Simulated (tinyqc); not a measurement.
Small-signal admittance of a forward-biased p+-n diode: two steps of the calculation.

Holes injected into a neutral base of width wb with an ohmic contact at its end; low injection, p0 far above the equilibrium density. A small voltage v exp(i w t), w = 2 pi f, modulates the edge density by p0 v/Vt, and the small-signal density obeys Dp d2p/dx2 = (1/tau + i w) p.

Inputs (values chosen for the exercise); permittivity close to that of gallium arsenide:
- T = 300 K (temperature)
- eps_r = 12.9 (relative permittivity)
- Nd = 1.2e17 cm^-3 (donor density of the base)
- Dp = 8.8 cm^2/s (hole diffusion coefficient)
- tau = 2e-8 s (hole lifetime)
- wb = 3.9 um (width of the neutral base)
- p0 = 7.3e13 cm^-3 (excess hole density at the junction edge)
- Na = 6e18 cm^-3 (acceptor density of the p+ side)
- f = 3.7e6 Hz (signal frequency)

Constants: q = 1.602176634e-19 C, kB = 1.380649e-23 J/K, Vt = kB T/q, eps0 = 8.8541878128e-14 F/cm where lengths are in cm. Results are converted to the units shown.

Task 1. Closed-form admittance. L = sqrt(Dp tau); direct current J = (q Dp p0/L) coth(wb/L); k = sqrt(1 + i w tau)/L; diffusion admittance Y = (q Dp p0/Vt) k coth(k wb) = G + i w C_diff; junction capacitance C_j = sqrt(q eps0 eps_r Nd/(2 Vr)) in the depletion approximation, with the remaining barrier Vr = Vt ln(Na/p0), a rough value under forward bias; base-width modulation is left out.

Wanted: L; J; k wb; Y; C_diff; C_j.

Result 1.

L = 4.1952 um
J = 0.33588 A/cm^2
k wb = 0.95322+0.21077i
Y = 13.021+1.226i S/cm^2
C_diff = 0.052744 uF/cm^2
C_j = 0.19373 uF/cm^2

G is 1.00 times its low-frequency value J/Vt, and C_diff is 0.272 times C_j.

Task 2. The same by finite differences. 9 equal intervals, h = wb/9; u = small-signal density over its edge value, u_0 = 1, u_9 = 0; u_(i-1) + b u_i + u_(i+1) = 0 with b = -2 - h^2 (1/tau + i w)/Dp; Y = (q Dp p0/(Vt h)) (-b/2 - u_1), which includes the half box at the edge.

Give: b; u; Y on the mesh.

Result 2.

b = -2.011-0.005i

```
node,u
1,0.8634-0.0110i
2,0.7360-0.0178i
3,0.6166-0.0212i
4,0.5039-0.0217i
5,0.3967-0.0199i
6,0.2938-0.0164i
7,0.1941-0.0117i
8,0.0965-0.0060i
```

Y on the mesh = 13.04+1.24i S/cm^2

Program tinyqc, `OMP_NUM_THREADS=1 python tinyqc.py 2890220 2890221 out.jsonl`; Intel Xeon 2.30GHz, shared host, one thread, about 0.01 s.
